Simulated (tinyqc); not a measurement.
Worked calculation: thermal, flicker and telegraph noise of a field-effect transistor. Computed by tinyqc, a small Python program that keeps every step. Command: `OMP_NUM_THREADS=1 python tinyqc.py 3003462 3003463 out.jsonl noise walk`. One thread of a shared host (Intel(R) Xeon(R) Processor @ 2.30GHz), about 0.01 s of CPU time with the checks. Intermediate numbers are printed to about 6 digits and carried at full precision; extremes and crossings named in words are read from the listed rows.

Strong inversion, threshold roll-off and channel-length modulation left out; noise sources are uncorrelated and are given as one-sided spectral densities.

Inputs (values chosen for the exercise, modelled on a high-k silicon transistor):
```
quantity,value,unit
width W,0.36,micrometre
length L,67,nm
electrical oxide thickness t,3.9,nm
mobility mu,230,cm^2/(V s)
saturation velocity v_s,1,1e7 cm/s
overdrive V_ov,0.78,V
thermal noise factor gamma,1.3,-
oxide trap density N_t,9.4e+17,1/(eV cm^3)
oxide barrier phi,2.8,eV
oxide mass m_ox,0.43,m_0
Coulomb scattering coefficient alpha_sc,2600,V s/C
frequency f,2000,Hz
temperature T,400,K
```

Operating region: saturation. Flicker model: number with correlated mobility.

Constants: eps_0 = 8.8541878128e-12 F/m; hbar = 1.054571817e-34 J s; m_0 = 9.1093837015e-31 kg; e = 1.602176634e-19 C; k_B = 8.617333262e-05 eV/K; k_B = 1.380649e-23 J/K.

## Operating point

C_ox = 3.9 eps_0/t; V_c = 2 v_s L/mu; I = W C_ox v_s V_ov^2/(V_ov + V_c); g_m = W C_ox v_s V_ov (V_ov + 2 V_c)/(V_ov + V_c)^2; g_d0 = mu C_ox (W/L) V_ov.

C_ox = 0.885419 microfarad/cm^2

drain current I = 142.321 microampere

g_m = 260.478 microsiemens

g_d0 = 853.491 microsiemens

## Flicker noise

Tunnelling length lambda = hbar/(2 sqrt(2 m_ox phi)); flat-band noise S_Vfb = e^2 k_B T lambda N_t/(W L C_ox^2 f). S_I = g_m^2 S_Vfb (1 + alpha_sc mu C_ox I/g_m)^2.

tunnelling length lambda = 0.889443 angstrom

S_Vfb = 1.95612e-11 V^2/Hz

flicker S_I = 2.20621e-18 A^2/Hz

flicker S_I/I^2 = 1.08920e-10 1/Hz

Caution: fewer than one trap per decade of time constant is active, so one device shows telegraph steps and the 1/f law is only a mean over many devices.

## Thermal noise and corner

Thermal: S_I = 4 k_B T gamma g_d0; input-referred S_V = S_I/g_m^2; corner f_c where flicker equals thermal. Total input noise from 1 Hz to f_c: sqrt(S_V,thermal [f_c ln(f_c/1 Hz) + f_c - 1 Hz]).

thermal S_I = 2.45101e-23 A^2/Hz

input-referred thermal noise = 19.0065 nV/sqrt(Hz)

corner frequency f_c = 1.80024e+08 Hz

input noise up to f_c = 1140.71 microvolt

full shot noise 2eI over thermal S_I = 1.86065

At f the noise is flicker dominated (f_c/f = 90000).

## How many traps?

Active traps per decade of time constant: N_dec = N_t k_B T W L lambda ln(10); a single trap at the interface shifts the threshold by e/(W L C_ox) and the current by g_m times that; tunnelling depth for frequency f, z = lambda ln(1/(2 pi f tau_0)), tau_0 = 1e-10 s.

traps per decade = 0.160056

threshold step of one trap = 0.750213 mV

current step of one trap = 0.137305 %

depth probed at f = 1.20849 nm

With fewer than one trap per decade the spectrum is not a smooth 1/f but a few Lorentzians, seen in time as telegraph steps, and S_Vfb is only the mean over many devices.

## Telling the models apart

The formulas are those given above.

Against the overdrive:
```
V_ov (V),I (microampere),(g_m/I)^2 (1/V^2),S_I/I^2 (1/Hz),S_I/g_m^2 (V^2/Hz)
0.20,16.292,76.0772,1.67432e-09,2.20082e-11
0.25,23.927,46.2258,1.05055e-09,2.27265e-11
0.32,36.162,26.4412,6.29221e-10,2.37970e-11
0.40,51.903,15.8587,3.98191e-10,2.51086e-11
0.50,73.607,9.4637,2.54328e-10,2.68742e-11
0.63,104.331,5.5222,1.62182e-10,2.93692e-11
0.80,147.548,3.1568,1.04038e-10,3.29572e-11
1.00,201.408,1.8718,7.04385e-11,3.76317e-11
```

S_I/I^2 falls as V_ov^-2.09 at first and V_ov^-1.75 at the end; (g_m/I)^2 as V_ov^-2.23 and V_ov^-2.34. The input-referred noise rises by a factor 1.71, because trapped charge also scatters, and that term grows with I/g_m.

Checks made by the program: g_m against a numerical derivative of I (relative difference below 1e-10).
